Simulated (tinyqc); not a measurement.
Composition and strain of an epitaxial Si(1-x)Ge(x) layer from Raman and X-ray peaks: one step, computed by the program tinyqc.

A (001) layer, biaxially strained in the plane. The Raman peaks follow empirical lines omega = w0 + c1 x + c3 x^3 + b eps (c3 for Si-Ge alone), with eps the in-plane strain.

Task: X-ray (004) reflection. Bragg angle theta = arcsin(2 lambda/a) for (004), for the substrate with a_sub and the layer with a_perp; separation in arc seconds.

Inputs (values chosen for the exercise, modelled on silicon-germanium): X-ray wavelength = 1.540598 angstrom.

Substrate: silicon.

substrate constant a_sub = 5.431 angstrom

a_perp = 5.684357 angstrom

Give: theta of the substrate; theta of the layer; separation, layer less substrate.

Result:

theta of the substrate = 34.56 degree

theta of the layer = 32.82 degree

separation, layer less substrate = -6269 arcsec

Caution: strains above 2 % survive only in layers a few nanometres thick, and the linear relations lose accuracy.
